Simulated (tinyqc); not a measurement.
Thermal and gravitational stress in a wafer during furnace and rapid thermal processing, and the onset of slip: one step, computed by the program tinyqc.

A thin free disc in plane stress, isotropic; T(r) = T_centre + dT (r/R)^n. Stress is positive in tension; sigma_SB = 5.670374419e-8 W/(m^2 K^4), g = 9.80665 m/s^2.

Problem. Ramp rate in a batch furnace. Critical resolved stress tau_c = A exp(U/(k_B T)), a form chosen for the exercise; slip when 0.492799 |s_tt(R)| > tau_c; allowed |dT| = tau_c (n + 2)/(0.492799 n alpha E). In a stack heated from the rim, heat flows inward by conduction and by radiation between wafers: k_eff = k + (16/3) sigma_SB T^3 s^2/t (a diffusion estimate with the spacing as path length). A steady ramp gives the parabolic lag dT = rho c (ramp) R^2/(4 k_eff); the allowed ramp uses n = 2.

Inputs (values chosen for the exercise, for a model wafer): wafer radius R = 225 mm; thickness t = 925 micrometre; Young's modulus E = 156 GPa; expansion alpha = 4.42 1e-6/K; temperature T = 1225 K; prefactor A of the critical stress = 0.00037 MPa; energy U of the critical stress = 1.05 eV; density rho = 2330 kg/m^3; heat capacity c = 957 J/(kg K); conductivity k = 25.1 W/(m K); wafer spacing s = 9.8 mm; ramp rate = 14 K/min.

Constants: k_B = 8.617333262e-05 eV/K.

Give: k_eff; lag of the centre; allowed ramp rate.

Solution.

k_eff = 82.82 W/(m K)

lag of the centre = 79.51 K

allowed ramp rate = 8.008 K/min

Radiation carries 70 % of the inward flow. The ramp is 1.75 of the allowed one.
